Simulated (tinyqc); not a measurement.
Strain-driven roughening and islands of a mismatched epitaxial film: one step, computed by the program tinyqc. Command: `OMP_NUM_THREADS=1 python tinyqc.py 3019239 3019240 out.jsonl island walk`. One thread of a shared host (Intel(R) Xeon(R) Processor @ 2.30GHz), about 0.01 s of CPU time with the checks.

Film and substrate share isotropic elastic constants; the film is coherent and biaxially strained.

Task: Wetting layer. The surface energy depends on thickness as gamma + (gamma_s - gamma) exp(-h/delta). Its curvature adds W2 = (gamma_s - gamma) exp(-h/delta)/delta^2 to the restoring terms; the flat film is stable while W2 > (1 + nu)^2 w^2/gamma, which gives h_c = delta ln[(gamma_s - gamma) gamma/(delta^2 (1 + nu)^2 w^2)], or 0 if negative.

Inputs (values chosen for the exercise, modelled on In(0.5)Ga(0.5)As on GaAs):
```
quantity                        value   unit
Poisson ratio nu                 0.32      -
surface energy gamma            0.781  J/m^2
wetting energy gamma_s - gamma   0.25  J/m^2
decay length of wetting delta    0.22     nm
```

energy density w = 182.2452 MJ/m^3

Give: wetting-layer thickness h_c.

Result:

wetting-layer thickness h_c = 0.93375 nm

Layer-by-layer growth up to h_c, then roughening: the Stranski-Krastanov mode.
